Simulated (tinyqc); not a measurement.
Deep level with several charge states, and Shockley-Read-Hall recombination: one step. Emission and generation in a depleted region. Four cases, with inputs chosen for the exercise.

Task: With n = p = 0 the level generates pairs at G = Nt en ep/(en + ep); generation lifetime tg = ni/G; current density e G W for a width W = 1 micrometre, e = 1.602176634e-19 C.

One level at Et with degeneracy 1: tn = 1/(sn vth Nt), tp = 1/(sp_ vth Nt), n1 = Nc exp((Et - Eg)/kT), p1 = Nv exp(-Et/kT), ni^2 = n1 p1. Equilibrium n0 = Nm, p0 = ni^2/Nm; n = n0 + dn, p = p0 + dn. U = (n p - ni^2)/(tp (n + n1) + tn (p + p1)), lifetime dn/U; emission rates en = sn vth n1, ep = sp_ vth p1.

Constants: kB = 8.617333262e-05 eV/K.

Give: en, ep; G; tg; current density.

Case 1.

Values chosen (gap and densities of states near those of SiC at this temperature; the results hold for these values, not for the real material): Eg = 3.239 eV (gap); Nc = 1.78e+19 1/cm^3 (conduction-band density of states); Nv = 3.26e+19 1/cm^3 (valence-band density of states); T = 300 K; Et = 1.13 eV (recombination level above Ev); Nt = 1.2e+14 1/cm^3 (defects); sn = 4e-16 cm^2 (electron capture cross-section); sp_ = 3.1e-14 cm^2 (hole capture cross-section); vth = 16000000 cm/s (thermal velocity, both carriers).

Result:

en, ep (1/s): 4.24e-25  1.68e-06

G = 5.08e-11 1/(cm^3 s)
tg = 2.95e+08 microsecond
current density = 8.14e-34 A/cm^2

The slower step, electron emission, limits the rate: en/ep = 2.52e-19.

Case 2.

Values chosen (gap and densities of states near those of InP at this temperature; the results hold for these values, not for the real material): Eg = 1.351 eV (gap); Nc = 5.69e+17 1/cm^3 (conduction-band density of states); Nv = 1.24e+19 1/cm^3 (valence-band density of states); T = 300 K; Et = 0.948 eV (recombination level above Ev); Nt = 1.8e+16 1/cm^3 (defects); sn = 1.1e-16 cm^2 (electron capture cross-section); sp_ = 1.3e-15 cm^2 (hole capture cross-section); vth = 22000000 cm/s (thermal velocity, both carriers).

Result:

en, ep (1/s): 234  4.21e-05

G = 7.57e+11 1/(cm^3 s)
tg = 15.7 microsecond
current density = 1.21e-11 A/cm^2

The slower step, hole emission, limits the rate: en/ep = 5.56e+06.

Case 3.

Values chosen (gap and densities of states near those of GaN at this temperature; the results hold for these values, not for the real material): Eg = 3.467 eV (gap); Nc = 2.24e+18 1/cm^3 (conduction-band density of states); Nv = 4.42e+19 1/cm^3 (valence-band density of states); T = 300 K; Et = 2.155 eV (recombination level above Ev); Nt = 1.3e+13 1/cm^3 (defects); sn = 1.6e-15 cm^2 (electron capture cross-section); sp_ = 3.5e-16 cm^2 (hole capture cross-section); vth = 26000000 cm/s (thermal velocity, both carriers).

Result:

en, ep (1/s): 8.49e-12  2.52e-25

G = 3.28e-12 1/(cm^3 s)
tg = 2.29e+07 microsecond
current density = 5.26e-35 A/cm^2

The slower step, hole emission, limits the rate: en/ep = 3.36e+13.

Case 4.

Values chosen (gap and densities of states near those of Si at this temperature; the results hold for these values, not for the real material): Eg = 1.095 eV (gap); Nc = 4.92e+19 1/cm^3 (conduction-band density of states); Nv = 2.14e+19 1/cm^3 (valence-band density of states); T = 450 K; Et = 0.825 eV (recombination level above Ev); Nt = 1.7e+16 1/cm^3 (defects); sn = 4e-14 cm^2 (electron capture cross-section); sp_ = 8.9e-15 cm^2 (hole capture cross-section); vth = 17000000 cm/s (thermal velocity, both carriers).

Result:

en, ep (1/s): 3.17e+10  1.86e+03

G = 3.17e+19 1/(cm^3 s)
tg = 0.756 microsecond
current density = 0.000508 A/cm^2

The slower step, hole emission, limits the rate: en/ep = 1.7e+07.

Computed by tinyqc, one run a case: `OMP_NUM_THREADS=1 python tinyqc.py N N+1 out.jsonl` with N = 1650212, 1650423, 1650453, 1651170; one thread of a shared Intel(R) Xeon(R) Processor @ 2.30GHz, about 0.01 s a run at most.
